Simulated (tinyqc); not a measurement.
# From oxide thickness back to temperature T

Model: oxidation of curved silicon (wires and holes): cylindrical Deal-Grove kinetics with stress-retarded reaction. Computed by tinyqc, a small Python program. Command: `OMP_NUM_THREADS=1 python tinyqc.py 3031891 3031892 out.jsonl wireox inv`. One thread of a shared host (Intel(R) Xeon(R) Processor @ 2.30GHz), about 0.1 s of CPU time with the checks.

Silicon fills r < a and oxide a < r < b. One volume of silicon gives 2.25 volumes of oxide, and the length is fixed.

Inputs (values chosen for the exercise, close to those used for silicon in steam):
```
quantity                       value        unit
prefactor B0                     386      um^2/h
activation energy E_B          0.776          eV
prefactor (B/A)0            1.27e+08        um/h
activation energy E_A           2.06          eV
starting silicon radius a0        25          nm
starting oxide x_i                 1          nm
viscosity prefactor eta0     3.4e-09        Pa s
viscosity energy E_eta          5.64          eV
critical shear stress s_c         65         MPa
activation volume V_k             14  angstrom^3
time t                          0.28           h
```

Shape: wire (convex).

Constants: k_B = 8.617333262e-05 eV/K.

Method:
- B = B0 exp(-E_B/(k_B T)), B/A = (B/A)0 exp(-E_A/(k_B T)), eta = eta0 exp(E_eta/(k_B T)); 1 um = 1000 nm.
- Temperatures in kelvin are T(C) + 273.15.
- Geometry: b^2 = b0^2 + 1.25 (a0^2 - a^2), b0 = a0 + x_i.
- Rate of oxide made per interface area: q = 1/[1/k + 2 a |ln(b/a)|/B], and |da/dt| = q/2.25. Reaction k = (B/A) exp(-sigma V_k/(k_B T)). New oxide pushes the old with radial speed u = 1.25 |da/dt| at r = a; the shear stress at radius r is s_c asinh(z a^2/r^2), z = 2 eta u/(a s_c) (Eyring flow), and the compressive normal stress at the interface is sigma = |int_a^b 2 s/r dr| = s_c |F(z) - F(z a^2/b^2)|, F(y) = int_0^y asinh(w)/w dw. q and sigma are solved together. 1 MPa angstrom^3 = 6.241509e-6 eV.
- Integrate da/dt adaptively (tolerance 1e-8); a wire counts as consumed at a = 0.5 nm and a hole as closed at b = 0.5 nm. Planar reference: x^2 + A x = B t + x_i^2 + A x_i, A = B/(B/A).

Question. A run gave the result below. Find the temperature T, known to lie between 750 and 930 C.

oxide thickness = 6.403561 nm

Answer.

Each step takes the trial c = (a f_b - b f_a)/(f_b - f_a), f being the result less the target and a, b, c the logarithms of the listed values; c replaces end b, the old b replaces a if the sign of f changed, and otherwise f_a is halved.

Scan of the range:
```
temperature T (C)  oxide thickness (nm)
750                              3.0215
777                              4.4648
806                              6.7981
835                             10.0900
866                             14.7318
897                             20.4326
930                             27.2461
```

False position (Illinois rule, in the logarithm of the input) inside the bracket:
```
step    end a    end b    trial  oxide thickness (nm)
1     777.000  806.000  801.021               6.33261
2     806.000  801.021  801.778               6.40156
3     806.000  801.778  801.820               6.40543
4     801.778  801.820  801.800               6.40356
5     801.820  801.800  801.800               6.40356
```

Oxide thickness rises at every point of a 13-point scan of the range (every second point is shown), so one value fits; it is bracketed by 777 and 806. Answer: temperature T = 801.8 C.

Caution: the oxide is taken as a purely viscous fluid in steady flow; elasticity, stress-dependent diffusion and thin-oxide enhancement are left out.
